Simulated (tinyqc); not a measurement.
# From curvature back to layer thickness h

Model: elastic strain and critical thickness of a cubic alloy layer A(1-x)B(x) on a thick substrate. Computed by tinyqc, a small Python program. Command: `OMP_NUM_THREADS=1 python tinyqc.py 3022270 3022271 out.jsonl misfit inv`. One thread of a shared host (Intel(R) Xeon(R) Processor @ 2.30GHz), about 0.03 s of CPU time with the checks.

Strain is positive in tension. The layer is coherent with the substrate unless said otherwise.

Inputs (values chosen for the exercise, modelled on Ga(1-x)In(x)As on GaAs):
```
quantity,value,unit
fraction x of B,0.27,-
lattice constant a_A,5.653,angstrom
lattice constant a_B,6.058,angstrom
substrate lattice constant a_S,5.653,angstrom
biaxial modulus of the substrate M_S,130,GPa
substrate thickness t_S,350,micrometre
wafer diameter W,100,mm
```

Growth plane: (001).

C11, C12, C44 of A (GPa): [117, 54, 59.19]

C11, C12, C44 of B (GPa): [81.77, 44.78, 39]

Method:
- a = (1 - x) a_A + x a_B, the same rule for each C_ij; misfit f = (a_S - a)/a, the in-plane strain of the coherent layer.
- (001): D = 2 C12/C11, M = C11 + C12 - 2 C12^2/C11. The free surface carries no normal stress, so e_perp = -D f; dV/V = 2 f + e_perp; stress = M f; energy per area = M f^2 h (1 GPa nm = 1 J/m^2).
- Stoney: curvature = 6 |stress| h/(M_S t_S^2); radius = 1/curvature; bow = curvature W^2/8.

Problem. A run gave the result below. Find the layer thickness h, known to lie between 5.9 and 12 nm.

curvature = 0.008034116 1/m

Solution.

Each step takes the trial c = (a f_b - b f_a)/(f_b - f_a), f being the result less the target and a, b, c the logarithms of the listed values; c replaces end b, the old b replaces a if the sign of f changed, and otherwise f_a is halved.

Scan of the range:
```
layer thickness h (nm),curvature (1/m)
5.90,0.00462452
6.64,0.00520454
7.48,0.00586294
8.41,0.00659189
9.47,0.00742274
10.70,0.00838683
12.00,0.00940579
```

False position (Illinois rule, in the logarithm of the input) inside the bracket:
```
step,end a,end b,trial,curvature (1/m)
1,9.4700,10.7000,10.2325,0.00802039
2,10.7000,10.2325,10.2496,0.00803382
3,10.7000,10.2496,10.2504,0.00803440
4,10.2496,10.2504,10.2500,0.00803412
```

Curvature rises at every point of a 13-point scan of the range (every second point is shown), so one value fits; it is bracketed by 9.47 and 10.7. The scan shows a pure power law with exponent 1.0000, so scaling from any one row also gives the answer directly. Answer: layer thickness h = 10.25 nm.
